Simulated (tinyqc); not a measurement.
MP2 on RHF in the 6-31g basis, for H3+, spin multiplicity 1, step by step. One step of it, computed by the program tinyqc.

Task: Iteration 1: diagonalisation and new density. Diagonalise F' = X^T F X, C = X C', fill 1 alpha and 1 beta electrons from the bottom; D = 2 C_occ C_occ^T. Each column has its largest component positive (the first on a tie).

Fock matrix F (hartree):
```
           1H 1s      1H 2s      2H 1s      2H 2s      3H 1s      3H 2s
1H 1s  -0.482922  -0.755044  -0.489227  -0.586156  -0.489823  -0.586474
1H 2s  -0.755044  -0.746790  -0.540246  -0.633974  -0.540639  -0.634182
2H 1s  -0.489227  -0.540246  -0.342833  -0.644442  -0.173403  -0.345858
2H 2s  -0.586156  -0.633974  -0.644442  -0.627661  -0.345945  -0.486122
3H 1s  -0.489823  -0.540639  -0.173403  -0.345945  -0.343164  -0.644671
3H 2s  -0.586474  -0.634182  -0.345858  -0.486122  -0.644671  -0.627840
```

X:
```
           1H 1s      1H 2s      2H 1s      2H 2s      3H 1s      3H 2s
1H 1s   1.274607  -0.539818  -0.075554   0.048769  -0.075862   0.048872
1H 2s  -0.539818   2.338607  -0.007968  -0.786014  -0.007882  -0.786811
2H 1s  -0.075554  -0.007968   1.264847  -0.493597   0.037309   0.036857
2H 2s   0.048769  -0.786014  -0.493597   1.758029   0.036872  -0.043430
3H 1s  -0.075862  -0.007882   0.037309   0.036872   1.264906  -0.493593
3H 2s   0.048872  -0.786811   0.036857  -0.043430  -0.493593   1.758729
```

Give: F' = X^T F X; orbital energies; coefficients C; D after iteration 1.

Result:

F' = X^T F X (hartree):
```
        1       2       3       4       5       6
1   0.062  -0.548  -0.250  -0.089  -0.251  -0.088
2  -0.548  -0.020  -0.107  -0.152  -0.107  -0.152
3  -0.250  -0.107   0.141  -0.543   0.047  -0.044
4  -0.089  -0.152  -0.543  -0.044  -0.044  -0.107
5  -0.251  -0.107   0.047  -0.044   0.141  -0.543
6  -0.088  -0.152  -0.044  -0.107  -0.543  -0.044
```

orbital energies (hartree): MO1 -0.974, MO2 -0.421, MO3 -0.167, MO4 0.447, MO5 0.577, MO6 0.772

coefficients C:
```
         MO1     MO2     MO3     MO4     MO5     MO6
1H 1s  0.346   0.000   0.302  -0.903  -0.001  -0.952
1H 2s  0.246   0.000   1.703   1.256   0.001   1.567
2H 1s  0.231   0.335  -0.132  -0.535  -0.886   0.773
2H 2s  0.151   0.654  -1.049   0.119   1.157  -1.027
3H 1s  0.231  -0.335  -0.133  -0.537   0.883   0.775
3H 2s  0.151  -0.653  -1.050   0.122  -1.155  -1.029
```

D after iteration 1:
```
       1H 1s  1H 2s  2H 1s  2H 2s  3H 1s  3H 2s
1H 1s  0.240  0.171  0.160  0.105  0.160  0.105
1H 2s  0.171  0.121  0.114  0.075  0.114  0.075
2H 1s  0.160  0.114  0.107  0.070  0.107  0.070
2H 2s  0.105  0.075  0.070  0.046  0.070  0.046
3H 1s  0.160  0.114  0.107  0.070  0.107  0.070
3H 2s  0.105  0.075  0.070  0.046  0.070  0.046
```
